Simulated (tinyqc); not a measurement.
Band gaps under pressure and temperature from deformation potentials: one step. Gaps at P and T. Four cases, with inputs chosen for the exercise.

Problem. Give both shifts and the gaps.

Murnaghan: V/V0 = (1 + Bp P/B0)^(-1/Bp), B0 = (C11 + 2 C12)/3. Each gap moves by a ln(V/V0) with its volume potential a, and falls with temperature by aV T^2/(T + bV) (Varshni); the two effects are added. No change of phase is considered.

Case 1.

Values chosen (near those of Ge, the X and L potentials typical of such crystals; shifted at random, so the results belong to these values and not to a real crystal): Eg = 0.896 eV (gap at Gamma to the s-like level at 0 K, 0 GPa); EgX = 0.931 eV (gap to X at 0 K, 0 GPa); EgL = 0.741 eV (gap to L at 0 K, 0 GPa); aG = -9.53 eV (volume potential of the Gamma gap); aX = 1.82 eV (volume potential of the X gap); aL = -3.5 eV (volume potential of the L gap); aV = (0.561, 0.454, 0.471) meV/K (Varshni alpha of Gamma, X, L); bV = (281, 242, 235) K (Varshni beta of Gamma, X, L); T = 500 K (temperature).

ln(V/V0) = -0.0254910

Case 2.

Values chosen (near those of GaP, the X and L potentials typical of such crystals; shifted at random, so the results belong to these values and not to a real crystal): Eg = 2.837 eV (gap at Gamma to the s-like level at 0 K, 0 GPa); EgX = 2.359 eV (gap to X at 0 K, 0 GPa); EgL = 2.749 eV (gap to L at 0 K, 0 GPa); aG = -9.83 eV (volume potential of the Gamma gap); aX = 1.86 eV (volume potential of the X gap); aL = -4.47 eV (volume potential of the L gap); aV = (0.566, 0.574, 0.564) meV/K (Varshni alpha of Gamma, X, L); bV = (378, 397, 362) K (Varshni beta of Gamma, X, L); T = 300 K (temperature).

ln(V/V0) = -0.0304348

Case 3.

Values chosen (near those of InP, the X and L potentials typical of such crystals; shifted at random, so the results belong to these values and not to a real crystal): Eg = 1.416 eV (gap at Gamma to the s-like level at 0 K, 0 GPa); EgX = 2.426 eV (gap to X at 0 K, 0 GPa); EgL = 2.002 eV (gap to L at 0 K, 0 GPa); aG = -6.71 eV (volume potential of the Gamma gap); aX = 1.75 eV (volume potential of the X gap); aL = -2.85 eV (volume potential of the L gap); aV = (0.359, 0.452, 0.352) meV/K (Varshni alpha of Gamma, X, L); bV = (150, 209, 160) K (Varshni beta of Gamma, X, L); T = 77 K (temperature).

ln(V/V0) = -0.0396568

Case 4.

Values chosen (near those of InAs, the X and L potentials typical of such crystals; shifted at random, so the results belong to these values and not to a real crystal): Eg = 0.416 eV (gap at Gamma to the s-like level at 0 K, 0 GPa); EgX = 1.422 eV (gap to X at 0 K, 0 GPa); EgL = 1.113 eV (gap to L at 0 K, 0 GPa); aG = -6.13 eV (volume potential of the Gamma gap); aX = 1.59 eV (volume potential of the X gap); aL = -2.84 eV (volume potential of the L gap); aV = (0.278, 0.278, 0.276) meV/K (Varshni alpha of Gamma, X, L); bV = (89, 87, 91) K (Varshni beta of Gamma, X, L); T = 300 K (temperature).

ln(V/V0) = -0.0831222

Give: pressure shifts; temperature shifts; gaps.

Solution.

Case 1.

pressure shifts (eV): Gamma 0.2429, X -0.0464, L 0.0892

temperature shifts (eV): Gamma -0.1796, X -0.1530, L -0.1602

gaps (eV): Gamma 0.9594, X 0.7316, L 0.6700

The lowest valley is L (indirect gap), 62 meV below X; at 0 K and 0 GPa it is L.

Case 2.

pressure shifts (eV): Gamma 0.2992, X -0.0566, L 0.1360

temperature shifts (eV): Gamma -0.0751, X -0.0741, L -0.0767

gaps (eV): Gamma 3.0610, X 2.2283, L 2.8084

The lowest valley is X (indirect gap), 580 meV below L; at 0 K and 0 GPa it is X.

Case 3.

pressure shifts (eV): Gamma 0.2661, X -0.0694, L 0.1130

temperature shifts (eV): Gamma -0.0094, X -0.0094, L -0.0088

gaps (eV): Gamma 1.6727, X 2.3472, L 2.1062

The lowest valley is Gamma (direct gap), 433 meV below L; at 0 K and 0 GPa it is Gamma.

Case 4.

pressure shifts (eV): Gamma 0.5095, X -0.1322, L 0.2361

temperature shifts (eV): Gamma -0.0643, X -0.0647, L -0.0635

gaps (eV): Gamma 0.8612, X 1.2252, L 1.2855

The lowest valley is Gamma (direct gap), 364 meV below X; at 0 K and 0 GPa it is Gamma.

Computed by tinyqc, one run a case: `OMP_NUM_THREADS=1 python tinyqc.py N N+1 out.jsonl` with N = 1050247, 1050542, 1050679, 1050681; one thread of a shared Intel(R) Xeon(R) Processor @ 2.30GHz, about 0.01 s a run at most.
